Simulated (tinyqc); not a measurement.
# CMOS inverter, nodal equation and switching: several studies

An n-channel pull-down (bn, VTn) and a p-channel pull-up (bp, VTp) share the input Vin and the output node Vout, which carries the load C. Transistor (EKV form, voltages against the body): I = 2 n b Vt^2 [F(vp - Vs) - F(vp - Vd)] from drain to source, F(v) = ln^2(1 + exp(v/(2 Vt))), vp = (Vg - VT + sg |Vd - Vs|)/n. n-channel bodies are at 0; for the p-channel device all voltages are counted down from Vdd. b in uA/V^2 gives I in uA. Static: In = Ip. Transient: C dVout/dt = Ip - In. No velocity saturation, no gate capacitance beyond C.

Inputs (values chosen for the exercise):

| symbol | value | unit | meaning |
|---|---|---|---|
| T | 300 | K | temperature |
| Vdd | 0.6 | V | supply voltage |
| n | 1.41 |  | slope factor |
| sg | 0.021 |  | drain-induced barrier lowering |
| VTn | 0.32 | V | n-channel threshold |
| VTp | 0.29 | V | p-channel threshold (magnitude) |
| bn | 450 | uA/V^2 | gain factor of the pull-down transistor |
| bp | 140 | uA/V^2 | gain factor of the pull-up transistor |
| C | 0.53 | fF | load capacitance |

Constants: q = 1.602176634e-19 C, kB = 1.380649e-23 J/K, Vt = kB T/q. Results are converted to the units shown.

Each table varies one quantity; the others keep the values above.

## Energy per operation against supply voltage

For a step input the delay to Vdd/2 is tHL = C times the integral of dV/(In - Ip) from Vdd/2 to Vdd at Vin = Vdd, and tLH likewise with Ip - In from 0 to Vdd/2 at Vin = 0. A chain of 20 such gates sets the cycle time tc = 20 (tHL + tLH)/2; per gate and cycle the switching energy is 0.2 C Vdd^2 and the leakage energy Vdd Ileak tc, Ileak the mean supply current at Vin = 0 and Vdd.

Result of one run:

| Vdd (V) | tc (ns) | switching (aJ) | leakage (aJ) | total (aJ) |
|---|---|---|---|---|
| 1 | 0.1357 | 106.0 | 0.02640 | 106.0 |

What becomes of these results when the supply voltage Vdd is changed from 1 to 0.2 V, all else the same?

Result of the changed run:

| Vdd (V) | tc (ns) | switching (aJ) | leakage (aJ) | total (aJ) |
|---|---|---|---|---|
| 0.2 | 47.64 | 4.240 | 1.173 | 5.413 |

The whole series:

| Vdd (V) | tc (ns) | switching (aJ) | leakage (aJ) | total (aJ) |
|---|---|---|---|---|
| 0.15 | 131.6 | 2.385 | 2.355 | 4.740 |
| 0.2 | 47.64 | 4.240 | 1.173 | 5.413 |
| 0.25 | 17.93 | 6.625 | 0.5683 | 7.193 |
| 0.3 | 7.388 | 9.540 | 0.2891 | 9.829 |
| 0.35 | 3.461 | 12.98 | 0.1626 | 13.15 |
| 0.4 | 1.863 | 16.96 | 0.1029 | 17.06 |
| 0.5 | 0.7669 | 26.50 | 0.05608 | 26.56 |
| 0.6 | 0.4300 | 38.16 | 0.03995 | 38.20 |
| 0.8 | 0.2111 | 67.84 | 0.02931 | 67.87 |
| 1 | 0.1357 | 106.0 | 0.02640 | 106.0 |

The total energy rises from 4.74 to 106 aJ, while the cycle time falls from 132 to 0.136 ns. Leakage makes up 50 % of the total in the first row and 0.025 % in the last. For Vdd = 0.8 to 1 V the overdrive passes 0.5 V, where velocity saturation, left out here, would lengthen the delays of short devices. For Vdd = 0.15 to 0.3 V the supply is below a threshold, where mismatch, left out here, dominates margins and delay.

## Effect of the drain-induced barrier lowering

Same model as above.

VM solves In = Ip with Vin = Vout; VIL and VIH are the inputs of gain -1, NML = VIL - Vout(VIH), NMH = Vout(VIL) - VIH.

Effect of the drain-induced barrier lowering:

| sg | VM (V) | gain at VM | NML (V) | NMH (V) | tHL (ps) | tLH (ps) |
|---|---|---|---|---|---|---|
| 0.01 | 0.2858 | -99.61 | 0.2408 | 0.2698 | 12.19 | 32.19 |
| 0.04 | 0.2854 | -24.97 | 0.2305 | 0.2611 | 11.14 | 29.64 |
| 0.07 | 0.2850 | -14.28 | 0.2201 | 0.2524 | 10.22 | 27.39 |
| 0.1 | 0.2845 | -9.995 | 0.2096 | 0.2437 | 9.406 | 25.39 |
| 0.13 | 0.2841 | -7.689 | 0.1991 | 0.2351 | 8.690 | 23.60 |
| 0.16 | 0.2835 | -6.247 | 0.1885 | 0.2265 | 8.054 | 22.00 |
| 0.19 | 0.2830 | -5.261 | 0.1778 | 0.2179 | 7.486 | 20.56 |
| 0.22 | 0.2824 | -4.544 | 0.1672 | 0.2094 | 6.977 | 19.26 |

What does the table show?

As sg goes from 0.01 to 0.22, VM falls from 0.286 to 0.282 V, the size of the gain falls from 99.6 to 4.54, tHL falls from 12.2 to 6.98 ps and tLH falls from 32.2 to 19.3 ps. The smaller margin is largest, 0.241 V, at sg = 0.01 among the rows. Barrier lowering gives both transistors an output conductance, which caps the gain.

## Effect of the gain factor of the pull-up transistor

Same model as above.

Results:

| bp (uA/V^2) | VM (V) | gain at VM | NML (V) | NMH (V) | tHL (ps) | tLH (ps) |
|---|---|---|---|---|---|---|
| 90 | 0.2746 | -47.51 | 0.2255 | 0.2777 | 11.78 | 48.56 |
| 140 | 0.2857 | -47.53 | 0.2370 | 0.2666 | 11.78 | 31.22 |
| 210 | 0.2957 | -47.53 | 0.2475 | 0.2564 | 11.78 | 20.81 |
| 500 | 0.3173 | -47.52 | 0.2697 | 0.2344 | 11.78 | 8.741 |
| 760 | 0.3277 | -47.49 | 0.2804 | 0.2237 | 11.78 | 5.750 |
| 1200 | 0.3391 | -47.45 | 0.2919 | 0.2119 | 11.79 | 3.642 |
| 1800 | 0.3492 | -47.39 | 0.3021 | 0.2013 | 11.79 | 2.428 |

Estimate the missing row, bp = 320 uA/V^2.

Computed row:

| bp (uA/V^2) | VM (V) | gain at VM | NML (V) | NMH (V) | tHL (ps) | tLH (ps) |
|---|---|---|---|---|---|---|
| 320 | 0.3062 | -47.53 | 0.2584 | 0.2457 | 11.78 | 13.66 |

With this row back in the table: As bp goes from 90 to 1800 uA/V^2, VM rises from 0.275 to 0.349 V, the size of the gain stays near 47.5, tHL stays near 11.8 ps and tLH falls from 48.6 to 2.43 ps. The smaller margin is largest, 0.248 V, at bp = 210 uA/V^2 among the rows. A stronger pull-up raises VM and trades low-side against high-side margin.

Numbers from tinyqc (`OMP_NUM_THREADS=1 python tinyqc.py 2340025 2340026 out.jsonl`; about 0.03 s on one thread of a shared Intel Xeon 2.30GHz).
